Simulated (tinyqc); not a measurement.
Ways to converge the cycle: SCF convergence aids in the 6-31g basis, for H2+, spin multiplicity 2. Computed by the program tinyqc with PySCF. UHF with one setting changed at a time; a run stops when the energy changes by less than 1e-09 hartree and the error matrix is below 1e-5. The start is the Wolfsberg-Helmholz matrix. Damping d keeps d of the old density; a shift (hartree) raises the virtual levels; DIIS n extrapolates F over n matrices.

Geometry (angstrom):
```
atom       x       y       z
H     0.0000  0.0000  0.0000
H     0.0000  0.0000  0.8870
```

lowest solution found by these runs and by PySCF with stability checks = -0.578966 hartree

Largest element of the error matrix X^T (FDS - SDF) X:
```
iteration    plain  damping 0.3  damping 0.6  shift 0.4   DIIS 3   DIIS 8
1          1.1e-01      1.1e-01      1.1e-01    1.1e-01  1.1e-01  1.1e-01
2          3.0e-02      5.4e-02      7.7e-02    4.7e-02  3.0e-02  3.0e-02
3          8.2e-03      2.6e-02      5.5e-02    2.0e-02  8.3e-16  8.3e-16
4          2.2e-03      1.3e-02      3.9e-02    8.4e-03  8.3e-16  8.3e-16
5          6.0e-04      6.3e-03      2.8e-02    3.6e-03        -        -
6          1.6e-04      3.1e-03      2.0e-02    1.5e-03        -        -
8          1.2e-05      7.5e-04      9.8e-03    2.7e-04        -        -
10               -      1.8e-04      4.9e-03    4.8e-05        -        -
14               -      1.0e-05      1.2e-03          -        -        -
20               -            -      1.6e-04          -        -        -
30               -            -      5.0e-06          -        -        -
```

How each run ends:
```
run          iterations  E (hartree)         state
plain                 9    -0.578966  lowest found
damping 0.3          18    -0.578966  lowest found
damping 0.6          36    -0.578966  lowest found
shift 0.4            13    -0.578966  lowest found
DIIS 3                4    -0.578966  lowest found
DIIS 8                4    -0.578966  lowest found
```

What does the comparison show, and why?

6 of 6 runs reach the lowest solution found, in 4 to 36 iterations (fastest: DIIS 3, DIIS 8). Plain steps already contract here, so damping only slows them. DIIS 3 and DIIS 8 gain by cancelling the error over several earlier matrices, much as a quasi-Newton step does.
